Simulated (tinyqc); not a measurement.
## Read current of a NAND string, cells in series solved by shooting: read current against the number of cells

Cells in series, numbered from 0 at the source line (0 V) to the bit line, each followed by a gap resistance Rg. A cell with gate Vg, threshold VT, source Vs and drain Vd passes I = 2 nf K Vt^2 [F(Vs) - F(Vd)]/(1 + th max(Vg - VT, 0)), F(V) = ln^2(1 + exp((Vg - VT - nf V)/(2 nf Vt))). The selected cell has Vg = Vr, the others Vg = Vp.

For a trial current I start at 0 V and, cell by cell, solve for the drain: sqrt(F(Vd)) = sqrt(F(Vs) - I/k), k = 2 nf K Vt^2/(1 + th max(Vg - VT, 0)), Vd = [Vg - VT - 2 nf Vt ln(exp(sqrt F) - 1)]/nf, then add I Rg. The string current is the I for which the last node reaches Vbl. The apparent threshold is the Vr at which I = Is. Background: all other cells erased (VT = Ve) or all in the highest state (VT = Vh); ratio and shift are high over erased and high minus erased. The selected cell is in the middle, cell n/2.

Parameters, values chosen for the exercise; values of the order met in vertical NAND strings:
- T = 300 K (temperature)
- K = 18 uA/V^2 (gain factor of a cell)
- nf = 1.8 (slope factor)
- th = 0.15 1/V (mobility reduction factor)
- Rg = 4.8 kohm (resistance of the gap between cells)
- Vbl = 0.4 V (bit-line voltage)
- Vp = 6.1 V (pass voltage)
- Ve = -1.8 V (threshold of an erased cell)
- Vh = 3.4 V (threshold of the highest state)
- Vx = 1.2 V (threshold of the selected cell)
- Is = 20 nA (sensing current)
- Vr = 2.74 V (read voltage on the selected word line)

Constants: q = 1.602176634e-19 C, kB = 1.380649e-23 J/K, Vt = kB T/q. Results are converted to the units shown.

Result of one run:
```
I, others erased (uA)	I, others high (uA)	ratio	apparent VT, erased (V)	apparent VT, high (V)	background shift (mV)
0.1472	0.08144	0.5532	1.244	1.277	32.39
```

Which number of cells n gave this result: 8, 32, 96, 128 or 192?

n = 128.

The whole series:
```
n	I, others erased (uA)	I, others high (uA)	ratio	apparent VT, erased (V)	apparent VT, high (V)	background shift (mV)
8	1.906	1.213	0.6362	1.200	1.202	1.973
16	1.062	0.6300	0.5930	1.203	1.207	3.952
32	0.5629	0.3211	0.5705	1.209	1.217	7.931
64	0.2900	0.1621	0.5590	1.221	1.237	15.97
96	0.1953	0.1084	0.5551	1.233	1.257	24.12
128	0.1472	0.08144	0.5532	1.244	1.277	32.39
192	0.09865	0.05438	0.5512	1.268	1.317	49.29
```

With erased neighbours the current falls from 1.91 to 0.0987 uA, as n^(-0.84) between the first two rows and n^(-0.99) between the last two (-1 once the series resistance rules). The ratio falls from 0.636 to 0.551 and the background shift rises from 1.97 to 49.3 mV.

Computed by the program tinyqc: `OMP_NUM_THREADS=1 python tinyqc.py 2142074 2142075 out.jsonl`, one thread of a shared Intel Xeon 2.30GHz, about 0.9 s for the whole run.
